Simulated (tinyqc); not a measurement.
# Quarter-wave Bragg mirror and the threshold of a vertical cavity, step by step

Computed by the program tinyqc: `OMP_NUM_THREADS=1 python tinyqc.py 2650027 2650028 out.jsonl`, one thread of a shared Intel Xeon 2.30GHz, about 0.01 s for the whole run. Printed values are rounded.

N pairs of lossless layers, each a quarter wave thick at lam, in the order nH, nL from the incident medium n0 to the exit medium ns; normal incidence, no dispersion. At wavelength lam + dw each layer has the phase d = (pi/2) lam/(lam + dw) and the matrix [[cos d, i sin d/n], [i n sin d, cos d]].

Inputs (values chosen for the exercise); indices close to those of silicon and silicon dioxide:
```
symbol  value  unit                       meaning
lam      1550    nm             design wavelength
nH      3.447                          high index
nL      1.439                           low index
N           4                     number of pairs
n0          1        index of the incident medium
ns        1.5            index of the exit medium
dw         21    nm         detuning of the light
```

## Thicknesses, peak reflectance and stop band

At the design wavelength Y = ns (nH/nL)^(2 N), T0 = 4 n0 Y/(n0 + Y)^2; stop band, to first order in its width, (4 lam/pi) arcsin((nH - nL)/(nH + nL)); layer thicknesses lam/(4 n).

thickness of the high-index layer = 112.417 nm
thickness of the low-index layer = 269.284 nm
Y = 1626.05
T0 = 0.245692 %
stop band = 835.822 nm

Each further pair divides T0 by about (nH/nL)^2 = 5.74.

## Matrix of one pair

The product of the two layer matrices in the order met by the light.

M of one pair:

|  | 1 | 2 |
|---|---|---|
| 1 | -0.41684+0.00000i | 0.00000+0.02068i |
| 2 | 0.00000+0.10256i | -2.39392+0.00000i |

## Matrix of the stack

M = (M of one pair)^N.

M:

|  | 1 | 2 |
|---|---|---|
| 1 | 0.0127+0.0000i | 0.0000-0.3429i |
| 2 | 0.0000-1.7009i | 32.8014+0.0000i |

## Reflection at the detuned wavelength

B = M11 + M12 ns, C = M21 + M22 ns; r = (n0 B - C)/(n0 B + C), T = 4 n0 ns/|n0 B + C|^2, R = |r|^2 = 1 - T.

r = -0.998546-0.020838i
T = 0.247218 %
phase of r against its value at dw = 0 = 0.0208651 rad

T is 1.01 times its value at the design wavelength.
